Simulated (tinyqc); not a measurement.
# Worked calculation: charge-trap memory cell

Computed by the program tinyqc: `OMP_NUM_THREADS=1 python tinyqc.py 2130066 2130067 out.jsonl`, one thread of a shared Intel Xeon 2.30GHz, about 0.08 s for the whole run. Printed values are rounded.

Channel, tunnel oxide, storage layer, blocking layer, gate. N electrons per area sit in a sheet at the centroid and shift the threshold by U = (q/eps0) N (tb/eb + xc tn/en). EOT = t1 + 3.9 (tn/en + tb/eb); tunnel field F = (Vg - U)/EOT; dN/dt = eta (J/q)(1 - N/Nm). Fowler-Nordheim: J = A F^2 exp(-B/F), A = q^2/(16 pi^2 hbar mo phi) (times 1e14 for A/cm^2 with F in V/nm, emitter mass m0), B = (4/3) sqrt(mo/C) phi^1.5, C = hbar^2/(2 m0).

Values chosen for this exercise; oxide values close to those of silicon dioxide, storage layer close to silicon nitride, blocking layer close to silicon dioxide:

| symbol | value | unit | meaning |
|---|---|---|---|
| phi | 3.13 | eV | tunnel barrier |
| mo | 0.48 | m0 | tunnelling mass |
| t1 | 5.9 | nm | tunnel oxide (permittivity 3.9) |
| tn | 4.6 | nm | storage layer |
| en | 7.1 |  | its relative permittivity |
| tb | 6.1 | nm | blocking layer |
| eb | 3.9 |  | its relative permittivity |
| xc | 0.37 |  | charge centroid, share of tn counted from the blocking side |
| eta | 0.69 |  | capture efficiency of an empty layer |
| Nm | 2.2e13 | cm^-2 | trap density |
| T | 300 | K | storage temperature |
| E1 | 1.03 | eV | shallowest trap depth |
| E2 | 1.89 | eV | deepest trap depth |
| nu | 1e13 | 1/s | attempt frequency |
| Vg | 18 | V | gate voltage less flat band and surface potential |
| d0 | 9.9e-7 | s | first time step |
| gr | 1.6 |  | growth of the step |
| n | 8 |  | steps |

Constants: q = 1.602176634e-19 C, kB = 1.380649e-23 J/K, hbar = 1.054571817e-34 J s, m0 = 9.1093837015e-31 kg, Vt = kB T/q, eps0 = 8.8541878128e-14 F/cm where lengths are in cm, hbar^2/(2 m0) = 0.0380998212 eV nm^2. Results are converted to the units shown.

Range of the model: The Fowler-Nordheim form needs F t1 above phi; trap-assisted paths and leakage through the blocking layer are left out.

## Constants of the stack

EOT, the shift for 1e12 electrons per cm^2, the shift with all traps full, and the starting field, current and rate.

EOT = 14.5268 nm
shift for 1e12 cm^-2 = 0.326404 V
shift with all traps full = 7.18088 V
F(0) = 1.23909 V/nm
J(0) = 0.102805 A/cm^2
dN/dt at the start = 4.42742e17 cm^-2 s^-1

## Midpoint steps of growing length

N(half) = N + (d/2) r(N), N(new) = N + d r(N(half)), r = dN/dt; the step starts at d0 and is multiplied by gr each time. Field in the blocking layer (3.9 F + q N/eps0)/eb.

```
step       t (s)   N (cm^-2)    U (V)  F (V/nm)  blocking field (V/nm)
0              0           0  0.00000   1.23909                1.23909
1         9.9e-7  3.95667e11  0.12915   1.23020                1.24856
2       2.574e-6  9.03092e11  0.29477   1.21880                1.26070
3     5.10840e-6  1.51633e12  0.49494   1.20502                1.27538
4     9.16344e-6  2.21721e12  0.72371   1.18927                1.29215
5     1.56515e-5  2.98139e12  0.97314   1.17210                1.31043
6     2.60324e-5  3.78476e12  1.23536   1.15405                1.32966
7     4.26419e-5  4.60724e12  1.50382   1.13557                1.34934
8     6.92170e-5  5.43377e12  1.77360   1.11700                1.36912
```

A converged integration gives U = 1.810 V at the last time; the steps are 2.0 % below that. The tunnel field falls by 9.85 % while the blocking field rises by 10.5 %.

## Retention after ten years

Retention: filled traps are spread evenly in depth from E1 to E2, and each empties at the rate nu exp(-E/kB T). The share left is the mean of exp(-nu t exp(-E/kB T)) = [kB T/(E2 - E1)] [E1x(nu t exp(-E2/kB T)) - E1x(nu t exp(-E1/kB T))], E1x the exponential integral; traps shallower than about Ed = kB T ln(nu t) are empty. t = 3.15576e8 s.

Ed = 1.27976 eV
share left = 0.692224
loss a decade while Ed lies between E1 and E2, kB T ln 10/(E2 - E1) = 0.0692168

The sharp-edge estimate (E2 - Ed)/(E2 - E1) is 0.710; the true edge lies 0.577 kB T deeper.
